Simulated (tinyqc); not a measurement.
Comparisons within one model: two-band massive Dirac model of the K valleys. A value that a table varies takes the place of the one given here.

Basis (conduction, valence): H = [[D/2, a t (tau kx - i ky)], [a t (tau kx + i ky), -D/2 + lam tau sz]], valley tau = +/-1, spin sz = +/-1. The gap of a spin and valley is G = D - lam tau sz. Berry curvature Omega = curl of i<u|grad u>; for the conduction band Omega_c = -tau 2 a^2 t^2 G/(G^2 + 4 a^2 t^2 k^2)^(3/2), and Omega_v = -Omega_c.

Constants: hbar^2/2m0 = 3.80998211 eV angstrom^2.

Values chosen for the exercise (near those used for monolayer MoSe2; not measured data):
- a = 3.317 angstrom (lattice constant)
- D = 1.51 eV (gap parameter)
- t = 0.91 eV (effective hopping)
- lam = 0.097 eV (half the valence spin splitting)

## Away from the valley

Flavour tau = +1, sz = +1. Parabolic transition energy G + 2 a^2 t^2 k^2/G; degree of circular polarisation eta = 2 cos(theta)/(1 + cos^2(theta)). The last column is the Berry flux of the conduction band inside |k|, over 2 pi: -(1 - cos(theta))/2, cos(theta) = G/(transition energy).

Along |k|:

| \|k\| (1/angstrom) | transition (eV) | parabolic (eV) | Omega_c (angstrom^2) | eta | flux/2 pi |
|---|---|---|---|---|---|
| 0.000 | 1.4130 | 1.4130 | -9.127 | 1.0000 | 0.0000 |
| 0.025 | 1.4210 | 1.4211 | -8.973 | 1.0000 | -0.0028 |
| 0.050 | 1.4449 | 1.4452 | -8.536 | 0.9998 | -0.0110 |
| 0.075 | 1.4838 | 1.4855 | -7.882 | 0.9988 | -0.0238 |
| 0.100 | 1.5366 | 1.5420 | -7.097 | 0.9965 | -0.0402 |
| 0.150 | 1.6783 | 1.7032 | -5.447 | 0.9854 | -0.0790 |
| 0.200 | 1.8586 | 1.9288 | -4.010 | 0.9636 | -0.1199 |
| 0.300 | 2.2971 | 2.5737 | -2.124 | 0.8925 | -0.1924 |

The curvature halves at |k| = 0.179 1/angstrom, where 2 a t k = 0.766 G. At 0.3 the parabola is 277 meV too high, eta has fallen only to 0.893, and the flux has reached -0.192 of the -1/2 that a whole cone holds. The real bands leave this model beyond about 0.1 to 0.2 1/angstrom, where trigonal warping and other bands enter.

## Hole doping of the spin-split valence bands

The Fermi level lies E below the top of the valence band. kF for the upper and lower band of valley +1 from the two-band energy; each flavour holds kF^2/(4 pi) holes per area and both valleys count. Spin polarisation within one valley; Berry flux removed from valley +1, the sum of (1 - cos(theta_F))/2 with cos(theta_F) = G/sqrt(G^2 + 4 a^2 t^2 kF^2), in units of 2 pi.

Holes:

| E (meV) | kF upper (1/angstrom) | kF lower | p (1e12/cm^2) | spin polarisation in a valley | flux/2 pi |
|---|---|---|---|---|---|
| 24.2 | 0.0618 | 0.0000 | 6.09 | 1.000 | 0.0166 |
| 48.5 | 0.0882 | 0.0000 | 12.38 | 1.000 | 0.0321 |
| 97.0 | 0.1268 | 0.0000 | 25.59 | 1.000 | 0.0604 |
| 145.5 | 0.1578 | 0.0000 | 39.61 | 1.000 | 0.0854 |
| 184.3 | 0.1798 | 0.0000 | 51.42 | 1.000 | 0.1034 |
| 213.4 | 0.1952 | 0.0588 | 66.14 | 0.833 | 0.1278 |
| 291.0 | 0.2333 | 0.1347 | 115.49 | 0.500 | 0.1997 |
| 388.0 | 0.2769 | 0.1958 | 183.10 | 0.333 | 0.2745 |

Up to E = 2 lam = 194 meV, a density of 54.5e12/cm^2, only the upper band of this model is emptied and each valley is fully spin-polarised, oppositely in the two. Beyond it the polarisation falls, to 0.33 in the last row. The flux, times e^2/h, is in size the change of the Hall conductivity of one valley; the other valley cancels it in the charge current. Rows with kF above about 0.2 1/angstrom lie beyond the range of the model, and in real layers the valley at Gamma, close below in MoS2 and WS2, can take holes as well.

## What each parameter does

Flavour tau = sz = +1 at k = 0: gap G, mass c G/(a t)^2 with c = hbar^2/2m0, Omega_c, and the B - A splitting 2 lam. Each row changes one parameter from the base and keeps the others.

Results:

| case | G (eV) | mass (m0) | Omega_c (angstrom^2) | B - A (eV) |
|---|---|---|---|---|
| base | 1.4130 | 0.5909 | -9.127 | 0.1940 |
| a = 3.3833 angstrom | 1.4130 | 0.5679 | -9.495 | 0.1940 |
| D = 1.661 eV | 1.5640 | 0.6540 | -7.450 | 0.1940 |
| t = 0.819 eV | 1.4130 | 0.7295 | -7.393 | 0.1940 |
| lam = 0.1455 eV | 1.3645 | 0.5706 | -9.787 | 0.2910 |

The largest shifts from the base row, up to three for each result and ties (the steps differ in size, so this ranks the rows, not the parameters). G (eV): D +0.1510, lam -0.0485; unchanged at the printed digits by a and t. mass (m0): t +0.1386, D +0.0631, a -0.0229. Omega_c (angstrom^2): t +1.734, D +1.677, lam -0.660. B - A (eV): lam +0.0970; unchanged at the printed digits by a, D and t. The mass goes as G/(a t)^2 and the curvature as (a t)^2/G^2, so their product is -2c/G.

Program tinyqc; command `OMP_NUM_THREADS=1 python tinyqc.py 1482055 1482056 out.jsonl`; about 0.01 s on one thread of a shared Intel(R) Xeon(R) Processor @ 2.30GHz.
